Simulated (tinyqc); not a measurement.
Resistive crossbar, vector-matrix product with wire resistance: one step of the calculation.

2 rows and 2 columns. Cell (i, j) joins row node wij to column node bij. Each row is driven at its left end through one wire segment rw; neighbouring nodes along a row or a column are joined by rw; each column ends below the last row in one more rw and a virtual ground, where its current is read. Ideal output: I_j = sum_i V_i G_ij.

Question. Node voltages and column currents. Solve A x = b; I_j = b2j/rw.

Inputs (values chosen for the exercise): wire resistance between neighbouring cells rw = 200 ohm.

A (uS):
```
           w11    w12        w21        w22    b11    b12        b21        b22
w11  10038.000  -5000          0          0    -38      0          0          0
w12      -5000   5024          0          0      0    -24          0          0
w21          0      0  10022.000      -5000      0      0        -22          0
w22          0      0      -5000  5008.4000      0      0          0       -8.4
b11        -38      0          0          0   5038      0      -5000          0
b12          0    -24          0          0      0   5024          0      -5000
b21          0      0        -22          0  -5000      0  10022.000          0
b22          0      0          0       -8.4      0  -5000          0  10008.400
```

b (uA): w11 1700, w12 0, w21 750, w22 0, b11 0, b12 0, b21 0, b22 0

Give: row nodes; column nodes; column currents.

Answer.

row nodes (mV): w11 335.90, w12 334.31, w21 149.11, w22 148.86
column nodes (mV): b11 5.6619, b12 3.4236, b21 3.1520, b22 1.8353
column currents (uA): column 1 15.760, column 2 9.1764

Program tinyqc, `OMP_NUM_THREADS=1 python tinyqc.py 2880020 2880021 out.jsonl`; Intel Xeon 2.30GHz, shared host, one thread, about 0.01 s.
